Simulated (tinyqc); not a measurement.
What each parameter does: heterojunction of two tight-binding chains.

Left chain: hopping -t1, sites at 2 t1 (band bottom 0). Right chain: hopping -t2, sites at dE + 2 t2 (bottom dE). t = c/(m a^2), c = hbar^2/2m0. The bond across the interface is -tc with tc = f sqrt(t1 t2), and the last left site has the extra energy U. In a chain E = bottom + 2t (1 - cos(ka)); the surface Green function of a half chain is g = -exp(ika)/t, with Im k > 0 where cos(ka) > 1.

Constants: hbar^2/2m0 = 3.80998211 eV angstrom^2.

Values chosen for the exercise (masses and offset of the size met at GaN / AlGaN; the results hold for these values, not for the real material):
- a = 5.65 angstrom (site spacing)
- m1 = 0.215 m0 (mass on the left)
- m2 = 0.261 m0 (mass on the right)
- dE = 0.39 eV (band offset)
- f = 1 (factor on the interface hopping)
- U = -0.4 eV (extra energy on the last left site)
- E = 0.5 eV (electron energy)

T = 4 Im(S1) Im(S2) |G|^2 with G = 1/(E - 2 t1 - U - S1 - S2), S1 = -t1 exp(i k1 a), S2 = -(tc^2/t2) exp(i k2 a).

Results for these values:
```
case,T,k1 a,k2 a
base,0.5630,0.9889,0.4955
```

What happens to each result for m1 = 0.258 m0, all else kept?

Answer: T falls from 0.5630 to 0.4812; k1 a rises from 0.9889 to 1.0933; k2 a does not change at the printed digits.

The same for each parameter in turn:
```
case,T,k1 a,k2 a
base,0.5630,0.9889,0.4955
m1 = 0.258 m0,0.4812,1.0933,0.4955
m2 = 0.3132 m0,0.5996,0.9889,0.5440
dE = 0.34 eV,0.6394,0.9889,0.6005
f = 0.9,0.5669,0.9889,0.4955
U = -0.2 eV,0.7239,0.9889,0.4955
a = 4.52 angstrom,0.6615,0.7788,0.3949
```

(tinyqc, `OMP_NUM_THREADS=1 python tinyqc.py 1451526 1451527 out.jsonl`, Intel(R) Xeon(R) Processor @ 2.30GHz, 1 thread, shared host, about 0.01 s.)
